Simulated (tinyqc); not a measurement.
Surface photovoltage measurement of the minority-carrier diffusion length in a wafer: one step, computed by the program tinyqc.

Low injection, steady light, a depletion layer much thinner than 1/alpha and L. The excess density dn is taken at the front edge of the neutral region; light that reaches the back is lost.

Question. One wavelength. alpha = (84.732/lambda - 76.417)^2 per cm with lambda in micrometre (an empirical fit for silicon between 0.7 and 1.05 micrometre). Thick wafer: dn = Phi L/((S_f + D/L)(L + 1/alpha)). Finite wafer, with s = S_b L/D, w = W/L, a = alpha L: dn = [Phi a/(a^2 - 1)] [a - B - exp(-alpha W)(a - s)/(cosh w + s sinh w)]/(S_f + B D/L), B = (sinh w + s cosh w)/(cosh w + s sinh w). Photovoltage V = (k_B T/e) ln(1 + dn/n_0). Lifetime = L^2/D.

Inputs (values chosen for the exercise, modelled on p-type silicon at room temperature): diffusion length L = 31 micrometre; wafer thickness W = 300 micrometre; diffusivity D = 27.1 cm^2/s; front recombination velocity S_f = 3900 cm/s; back recombination velocity S_b = 280000 cm/s; photon flux entering = 6.6e+12 1/(cm^2 s); minority density at the surface barrier scale n_0 = 7.1e+08 1/cm^3; temperature T = 298 K; wavelength = 873 nm.

Constants: k_B = 8.617333262e-05 eV/K.

Give: alpha; penetration depth 1/alpha; dn, thick wafer; B; dn, finite wafer; photovoltage V; lifetime.

Answer.

alpha = 426.1 1/cm

penetration depth 1/alpha = 23.47 micrometre

dn, thick wafer = 2.971e+08 1/cm^3

B = 1.000

dn, finite wafer = 2.971e+08 1/cm^3

photovoltage V = 8.977 mV

lifetime = 0.3546 microsecond

Caution: dn is not small against n_0, so V is not linear in the flux; the constant-flux reading then needs dn, not V.
